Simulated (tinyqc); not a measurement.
Avalanche multiplication and breakdown of a junction from ionisation integrals. Changing the hole prefactor a_p. Computed by tinyqc, a small Python program. Command: `OMP_NUM_THREADS=1 python tinyqc.py 3009477 3009478 out.jsonl impact sweep`. One thread of a shared host (Intel(R) Xeon(R) Processor @ 2.30GHz), about 0.03 s of CPU time with the checks.

Ionisation coefficients follow the local field. Position x runs through the depletion layer from the p side (x = 0), where electrons enter, to the n side (x = w), where holes enter. The built-in voltage is neglected.

Inputs (values chosen for the exercise, modelled on GaAs): electron prefactor a_n = 192000 1/cm; electron field b_n = 572000 V/cm; hole field b_p = 653000 V/cm; exponent c = 1.8; permittivity eps = 12.9; doping N of the lightly doped side = 4.2e+15 1/cm^3; bias as a fraction of the breakdown voltage = 0.64.

Junction: one-sided abrupt p+n.

Constants: e = 1.602176634e-19 C; eps_0 = 8.8541878128e-12 F/m.

Method:
- alpha_n = a_n exp(-(b_n/F)^c), alpha_p = a_p exp(-(b_p/F)^c).
- Field F = F_m (1 - s), w = eps eps_0 F_m/(e N), V = F_m w/2, with s = x/w (the peak lies at the p+ side).
- With Phi(x) = int_0^x (alpha_n - alpha_p) dx': 1 - 1/M_n = I_n = int_0^w alpha_n exp(-Phi) dx and M_p = M_n exp(-Phi(w)); trapezoid rule on 401 even points; breakdown at I_n = 1.
- Solve I_n(F_m) = 1.
- Bias V = fraction times the breakdown voltage.
- M_n = 1/(1 - I_n), M_p = M_n exp(-Phi(w)); McIntyre excess noise for the carrier with the larger M, F_x = k M + (1 - k)(2 - 1/M), with k = (smaller M - 1)/(larger M - 1).

One run for each value:
```
hole prefactor a_p (1/cm)  breakdown voltage (V)  effective k  excess noise factor     M_n
4.20e+04                                  120.41      0.07942               1.4321  1.6935
1.10e+05                                  108.46      0.18891               1.3144  1.4118
3.10e+05                                   95.86      0.47148               1.2008  1.2222
8.20e+05                                   84.69      0.91518               1.1266  1.1170
2.20e+06                                   74.38      0.39717               1.1329  1.0571
```

Describe and explain the trends.

Over the rows, breakdown voltage (V) falls from 120 to 74.4 (exponent d ln y / d ln x -0.11 between the first rows and -0.13 between the last); effective k goes from 0.0794 through a maximum among these rows, 0.915 at 820000, to 0.397; excess noise factor goes from 1.43 through a minimum among these rows, 1.13 at 820000, to 1.13. Breakdown needs feedback from both carriers; weakening one raises V_B much less than in proportion but changes the noise. Left out: 2200, 5900, 16000 (the run failed its checks).

Extremes, crossings and ranges named in words are read from the listed rows.
